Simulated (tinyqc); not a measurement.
Range and order of the fit: effective mass of the conduction band from tabulated energies.

c = hbar^2/2m0. A uniform scatter of up to 0.3 meV has been added to mimic numerical noise.
Constants: hbar^2/2m0 = 3.80998211 eV angstrom^2.

Energies along [111], from the band edge:
```
k (1/angstrom)   E (meV)
0.000000         0.00000
0.002300         0.51480
0.004600         3.41920
0.006900         7.02530
0.009200        12.21380
0.011500        18.49180
0.013800        26.61020
0.016100        35.23000
0.018400        45.23510
```

reference mass (curvature of the model at k = 0.0001 1/angstrom) = 0.025500 m0

Least-squares fits of E = a k^2 (+ b k^4 + d k^6) over points 1 to n, and the line y = c k^2/E against E; errors of m against the reference.

Results:
```
n  E at point n (meV)  one term (%)  two terms (%)  three terms (%)  line (%)  rms residual, one term (meV)
3                 7.0          0.05          -7.32           134.27     43.57                         0.224
4                12.2          2.55          -3.86            -6.48     30.97                         0.224
5                18.5          5.26          -2.66            -4.88     23.70                         0.289
6                26.6          6.20           1.29            -5.89     19.46                         0.287
7                35.2          8.08           1.11            -0.42     16.53                         0.421
8                45.2          9.80           1.96            -0.20     14.50                         0.564
```

What can be read from this table?

The error of the parabola goes from +0.05 to +9.80 % as the range widens, and at n = 8 its residual, 0.56 meV, is only 1.2 % of the top energy: a small residual does not vouch for the mass. Over the full range (n = 8) the best form is three terms (0.20 %); the line errs by +43.57 % at n = 3 and +14.50 % at n = 8. Many terms on few points amplify the scatter: three terms err by +134.3 % at n = 3 but by -0.2 % at n = 8.

Run: tinyqc, `OMP_NUM_THREADS=1 python tinyqc.py 1880756 1880757 out.jsonl`; Intel(R) Xeon(R) Processor @ 2.30GHz, one thread, shared host; about 0.01 s of CPU time with all checks.
